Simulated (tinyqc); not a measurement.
Worked calculation: tight binding, honeycomb lattice. One step of it, computed by the program tinyqc.

Task: Bloch Hamiltonian at K. H_AB = -t1 (1 + exp(-i k.a1) + exp(-i k.a2)); H_AA = delta - 2 t2 sum cos(k.b + phi), H_BB = -delta - 2 t2 sum cos(k.b - phi), b = a1, a2 - a1, -a2.

Parameters chosen for this model:
```
parameter     value                        unit
t1         1.790000                 eV, nearest
t2         0.300000       eV, second neighbours
phi        1.080000  rad, phase of t2 (Haldane)
delta      1.710000          eV, +/- on A and B
```

k point K (fractions of the reciprocal vectors): [0.333333, 0.666667]

Give: H(k) at K.

Result:

H(k) at K (eV), order A, B:
$$\begin{pmatrix}
3.5090 & 0.0000 \\
0.0000 & -2.6606
\end{pmatrix}$$
